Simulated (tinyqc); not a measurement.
# MOS capacitor on a p-type substrate, surface potential from the exact charge relation: effects of single changes

Uniform p-type substrate, Boltzmann statistics, full ionisation, classical densities. psi is the surface potential against the body (positive when the bands bend down) and u = psi/Vt. Traps are spread evenly over the gap and neutral at flat band, so their charge is -q Dit psi; the minority quasi-Fermi level is shifted by Vb.

Inputs (values chosen for the exercise); band and dielectric values close to those of silicon:

| symbol | value | unit | meaning |
|---|---|---|---|
| T | 300 | K | temperature |
| Eg | 1.12 | eV | band gap |
| eps_r | 11.6 |  | relative permittivity |
| Nc | 2.76e19 | cm^-3 | conduction-band density of states at T |
| Nv | 2.65e19 | cm^-3 | valence-band density of states at T |
| chi | 4.02 | eV | electron affinity |
| N | 2.1e18 | cm^-3 | acceptor density of the substrate |
| eox | 7.28 |  | relative permittivity of the gate insulator (close to silicon nitride) |
| tox | 4.3 | nm | insulator thickness |
| phiM | 5.12 | eV | gate work function |
| Nf | -1.6e10 | cm^-2 | fixed charge at the interface, in units of q |
| Dit | 0 | cm^-2 eV^-1 | density of interface traps |
| Vb | 1.3 | V | reverse bias of the inversion layer against the body |

Constants: q = 1.602176634e-19 C, kB = 1.380649e-23 J/K, Vt = kB T/q, eps0 = 8.8541878128e-14 F/cm where lengths are in cm. Results are converted to the units shown.

Each table varies one quantity; the others keep the values above.

## Capacitance-voltage curves

ni = sqrt(Nc Nv) exp(-Eg/(2 Vt)), Eg in volts; phiF = Vt ln(N/ni); Cox = eps0 eox/tox; Vfb = phiM - chi - (Eg - Vt ln(Nv/N)) - q Nf/Cox; Q0 = sqrt(2 eps0 eps_r q N Vt); r = (ni/N)^2 exp(-Vb/Vt); VT = Vfb + [(2 phiF + Vb)(1 + q Dit/Cox) + sqrt(2 eps0 eps_r q N (2 phiF + Vb))/Cox]. u = psi/Vt; F^2 = exp(-u) + u - 1 + r (exp(u) - u - 1); Qs = -sign(u) Q0 F; Cs = -dQs/dpsi = (Q0/Vt) |1 - exp(-u) + r (exp(u) - 1)|/(2 F). psi solves Vg = Vfb + psi + (q Dit psi - Qs)/Cox. Low frequency: 1/C_LF = 1/Cox + 1/(Cs + q Dit). High frequency, in the simple estimate in which traps and minority carriers do not follow: 1/C_HF = 1/Cox + 1/Cd, Cd being Cs with r = 0 at the same psi. Deep depletion: r = 0 and Dit = 0 both in the equation for psi and in Cs. Minority sheet density N_inv = (Q0/(2 q)) int_0^u r (exp(t) - 1)/F(t) dt for u > 0. N_inv under 1 cm^-2 is printed as 0. Regimes: accumulation when majority carriers gather, then depletion up to |psi| = phiF + Vb, weak inversion up to 2 phiF + Vb, strong inversion beyond.

Result of one run:
```
Vg (V)	psi (V)	C_LF/Cox	C_HF/Cox	C_deep/Cox	N_inv (cm^-2)	regime
3.17	2.2849	0.25786	0.15576	0.15565	3.9975e10	weak inversion
```

What becomes of these results when the gate voltage against the body Vg is changed from 3.17 to 0.71 V, all else the same?

Result of the changed run:
```
Vg (V)	psi (V)	C_LF/Cox	C_HF/Cox	C_deep/Cox	N_inv (cm^-2)	regime
0.71	0.34798	0.32821	0.32821	0.32821	0	depletion
```

The whole series:
```
Vg (V)	psi (V)	C_LF/Cox	C_HF/Cox	C_deep/Cox	N_inv (cm^-2)	regime
-0.76	-0.10854	0.93522	0.93522	0.93522	0	accumulation
-0.27	-0.063274	0.86476	0.86476	0.86476	0	accumulation
0.22	0.062849	0.56068	0.56068	0.56068	0	depletion
0.71	0.34798	0.32821	0.32821	0.32821	0	depletion
1.2	0.69805	0.25274	0.25274	0.25274	0	depletion
1.69	1.0748	0.21306	0.21306	0.21306	0	depletion
2.18	1.4670	0.18764	0.18764	0.18764	0	depletion
2.68	1.8780	0.16927	0.16927	0.16927	6458.7	weak inversion
3.17	2.2849	0.25786	0.15576	0.15565	3.9975e10	weak inversion
3.66	2.4046	0.92175	0.15239	0.14487	3.3170e12	strong inversion
4.15	2.4314	0.95977	0.15167	0.13606	7.6232e12	strong inversion
4.64	2.4477	0.97210	0.15123	0.12868	1.2043e13	strong inversion
```

C_LF/Cox is lowest, 0.169, at Vg = 2.68 V (weak inversion) among the rows listed and is 0.972 in the last row, where C_HF/Cox is 0.151 and the deep-depletion value 0.129. Vfb = 0.0473 V, where C_HF/Cox = 0.709 (Cox in series with eps0 eps_r/LD), and VT = 3.17 V. Over the last two rows psi moves by only 0.033 V a volt of gate bias, since the inversion charge screens the body. In strong accumulation and inversion degeneracy and confinement, left out here, lower the capacitance.

## Effect of the acceptor density of the substrate on threshold and swing

ni = sqrt(Nc Nv) exp(-Eg/(2 Vt)), Eg in volts; phiF = Vt ln(N/ni); Cox = eps0 eox/tox; Vfb = phiM - chi - (Eg - Vt ln(Nv/N)) - q Nf/Cox; VT = Vfb + [(2 phiF + Vb)(1 + q Dit/Cox) + sqrt(2 eps0 eps_r q N (2 phiF + Vb))/Cox]. gamma = sqrt(2 eps0 eps_r q N)/Cox; Wm = sqrt(2 eps0 eps_r (2 phiF + Vb)/(q N)); m = 1 + (eps0 eps_r/Wm + q Dit)/Cox; swing m Vt ln 10; Cmin/Cox = 1/(1 + Cox Wm/(eps0 eps_r)).

Effect of the acceptor density of the substrate on threshold and swing:
```
N (cm^-3)	Vfb (V)	2 phiF (V)	gamma (V^0.5)	VT (V)	Wm (nm)	m	swing (mV/decade)	Cmin/Cox
1e15	0.2450	0.5923	0.01210	2.154	1558	1.004	59.79	0.004380
3.4e15	0.2134	0.6556	0.02232	2.200	858.7	1.008	60.00	0.007915
1.1e16	0.1830	0.7163	0.04014	2.256	484.8	1.014	60.37	0.01394
3.8e16	0.1510	0.7804	0.07460	2.339	264.9	1.026	61.07	0.02521
1.3e17	0.1192	0.8440	0.1380	2.465	145.4	1.047	62.33	0.04500
4.4e17	0.08765	0.9071	0.2539	2.672	80.19	1.085	64.61	0.07871
1.5e18	0.05595	0.9705	0.4687	3.033	44.05	1.156	68.78	0.1346
5e18	0.02482	1.033	0.8557	3.665	24.46	1.280	76.20	0.2188
```

Read the table: what changes, and by how much?

As N goes from 1e15 to 5e18, VT rises from 2.15 to 3.66 V, the swing rises from 59.8 to 76.2 mV/decade and Cmin/Cox rises from 0.00438 to 0.219. Of the change of VT by 1.51 V, -0.220 V comes from Vfb and 1.73 V from the band bending and the charge it takes. gamma goes as N^(0.50) and Wm as N^(-0.49); phiF, which grows slowly with N, keeps the latter from -1/2.

## Effect of the relative permittivity of the gate insulator on threshold and swing

Same model as above.

The same in every row: 2 phiF (V) = 0.98787; Wm (nm) = 37.374.

Results:
```
eox	Vfb (V)	gamma (V^0.5)	VT (V)	m	swing (mV/decade)	Cmin/Cox
3.9	0.048732	1.0352	3.9025	1.3422	79.897	0.25496
5	0.048030	0.80748	3.5573	1.2669	75.415	0.21069
7.5	0.047200	0.53832	3.1493	1.1779	70.119	0.15107
15	0.046370	0.26916	2.7414	1.0890	64.823	0.081705
22	0.046106	0.18352	2.6116	1.0607	63.138	0.057195
30	0.045955	0.13458	2.5374	1.0445	62.175	0.042592
```

Estimate the missing row, eox = 9.

Computed row:
```
eox	Vfb (V)	gamma (V^0.5)	VT (V)	m	swing (mV/decade)	Cmin/Cox
9	0.046923	0.44860	3.0133	1.1483	68.354	0.12914
```

With this row back in the table: As eox goes from 3.9 to 30, VT falls from 3.90 to 2.54 V, the swing falls from 79.9 to 62.2 mV/decade and Cmin/Cox falls from 0.255 to 0.0426. Of the change of VT by -1.37 V, -0.00278 V comes from Vfb and -1.36 V from the band bending and the charge it takes. m - 1 goes as eox^(-1.00), that is as 1/Cox.

tinyqc, about 0.01 s, one thread, Intel Xeon 2.30GHz (shared host): `OMP_NUM_THREADS=1 python tinyqc.py 2060092 2060093 out.jsonl`
